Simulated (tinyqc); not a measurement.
Hubbard chain of 6 sites, step by step. One step of it, computed by the program tinyqc.

Question. Mean-field iteration 2. H(up) = T + U n(down), H(down) = T + U n(up); fill the lowest levels; n(new) = n + mixing (n(out) - n); E = tr T (rho up + rho down) + U sum n_up n_down of the output.

one-body matrix (hopping and site energies) (eV), lower triangle:
```
,1,2,3,4,5,6
1,0.000000
2,-0.640000,0.000000
3,0.000000,-0.640000,0.000000
4,0.000000,0.000000,-0.640000,0.000000
5,0.000000,0.000000,0.000000,-0.640000,0.000000
6,0.000000,0.000000,0.000000,0.000000,-0.640000,0.000000
```

U = 8.400000 eV

electrons, up and down: 3  3

mixing = 1

n(up) after iteration 1: 1 0.993124, 2 0.013611, 3 0.986526, 4 0.013474, 5 0.986389, 6 0.006876

n(down) after iteration 1: 1 0.006876, 2 0.986389, 3 0.013474, 4 0.986526, 5 0.013611, 6 0.993124

Give: levels, up; levels, down; energy; n(up) after iteration 2; n(down) after iteration 2.

Answer.

levels, up (eV): -0.0558  0.0120  0.0830  8.3170  8.3880  8.4558

levels, down (eV): -0.0558  0.0120  0.0830  8.3170  8.3880  8.4558

energy = -0.4853 eV

n(up) after iteration 2: 1 0.9942, 2 0.0117, 3 0.9884, 4 0.0116, 5 0.9883, 6 0.0058

n(down) after iteration 2: 1 0.0058, 2 0.9883, 3 0.0116, 4 0.9884, 5 0.0117, 6 0.9942
